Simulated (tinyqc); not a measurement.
On-chip interconnect, size-dependent resistivity and RC delay: one step of the calculation.

A rectangular line between two neighbours and two ground planes. Surface and grain-boundary scattering are added to the bulk resistivity as corrections; capacitances are parallel-plate values without fringing; inductance is ignored.

Question. Ladder and Elmore delays. 4 equal pi sections: series Rs = r Lw/4; node capacitances c Lw/4, halved at nodes 0 and 4, with Cl added to node 4; Rd feeds node 0. Elmore delay of node k: the sum, over the resistors on the path to k, of resistance times all capacitance downstream of it.

Parameters, values chosen for the exercise; metal values close to those of tungsten:
```
symbol  value  unit            meaning
Lw         71    um        line length
Rd      13000   ohm  driver resistance
Cl        1.5    fF   load capacitance
```

r = 53.244738 ohm/um
c = 0.18715223 fF/um

Wanted: Rs; C; Elmore delay.

Answer.

Rs = 945.1 ohm
C, node 0 to 4 (fF): [1.661, 3.322, 3.322, 3.322, 3.161]
Elmore delay, node 0 to 4 (ps): [192.2, 204.6, 213.9, 220.0, 223.0]

The far-end value equals Rd (c Lw + Cl) + r Lw (c Lw/2 + Cl) for any number of pi sections; the line resistance contributes 13.8 % of it.

tinyqc, about 0.01 s, one thread, Intel Xeon 2.30GHz (shared host): `OMP_NUM_THREADS=1 python tinyqc.py 2100165 2100166 out.jsonl`
